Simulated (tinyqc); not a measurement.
Deformation-potential model of the X valleys of a conduction band: one step. Valley shifts. Three cases, with inputs chosen for the exercise.

Task: Apply the Herring-Vogt formula to each valley.

Valleys with axes along x, y and z, one whole valley each. Herring-Vogt shift of a valley with unit axis a: dE = Xd tr(e) + Xu a.e.a. Non-degenerate shares n_i = exp(-dE_i/kT)/sum_j exp(-dE_j/kT). Inverse mass tensor of a valley: (1 - a a)/mt + a a/ml; the masses are taken as independent of strain.

Case 1.

Values chosen (out of a larger set: near those of AlAs; not measured data): Xd = 1.02 eV (dilation potential); Xu = 5.52 eV (uniaxial potential).

strain tensor:
```
            x           y            z
x  0.00450059  0.00552486   0.00000000
y  0.00552486  0.00450059   0.00000000
z  0.00000000  0.00000000  -0.00384433
```

Case 2.

Values chosen (out of a larger set: near those of GaP; not measured data): Xd = 1.58 eV (dilation potential); Xu = 6.19 eV (uniaxial potential).

strain tensor:
```
            x           y           z
x  0.00071590  0.00133992  0.00133992
y  0.00133992  0.00071590  0.00133992
z  0.00133992  0.00133992  0.00071590
```

Case 3.

Values chosen (out of a larger set: near those of GaP; not measured data): Xd = 1.6 eV (dilation potential); Xu = 6.35 eV (uniaxial potential).

strain tensor:
```
            x           y           z
x  0.00089817  0.00174791  0.00174791
y  0.00174791  0.00089817  0.00174791
z  0.00174791  0.00174791  0.00089817
```

Give: Xd tr(e); a.e.a; shifts dE.

Result:

Case 1.

Xd tr(e) = 5.26 meV

a.e.a: x 0.004501, y 0.004501, z -0.003844

shifts dE (meV): x 30.10, y 30.10, z -15.96

The lowest valley is z, 46.1 meV below the highest; the mean shift over all valleys is (Xd + Xu/3) tr(e) = 14.75 meV.

Case 2.

Xd tr(e) = 3.39 meV

a.e.a: x 0.000716, y 0.000716, z 0.000716

shifts dE (meV): x 7.82, y 7.82, z 7.82

All valleys shift alike: this load keeps them equivalent by symmetry.

Case 3.

Xd tr(e) = 4.31 meV

a.e.a: x 0.000898, y 0.000898, z 0.000898

shifts dE (meV): x 10.01, y 10.01, z 10.01

All valleys shift alike: this load keeps them equivalent by symmetry.

Computed by tinyqc, one run a case: `OMP_NUM_THREADS=1 python tinyqc.py N N+1 out.jsonl` with N = 1081046, 1081155, 1081156; one thread of a shared Intel(R) Xeon(R) Processor @ 2.30GHz, about 0.03 s a run at most.
